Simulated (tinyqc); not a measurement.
## Body thickness for a wanted scale length

Problem. A double-gate structure has tan(pi ti/Lambda) tan(pi ts/(2 Lambda)) = ei/eps_r, both angles below pi/2. Find ts.

Parameters, values chosen for the exercise; permittivities: semiconductor close to that of silicon, insulator close to that of silicon nitride:

| symbol | value | unit | meaning |
|---|---|---|---|
| eps_r | 11.7 |  | relative permittivity of the semiconductor |
| ei | 7.14 |  | relative permittivity of the insulator |
| ti | 3.4 | nm | insulator thickness |

Lambda = 20.997028 nm

Answer. The condition is explicit in ts: an arctangent, taken between 0 and pi/2.

ts = 11.10 nm

Numbers from tinyqc (`OMP_NUM_THREADS=1 python tinyqc.py 2420067 2420068 out.jsonl`; about 0.01 s on one thread of a shared Intel Xeon 2.30GHz).
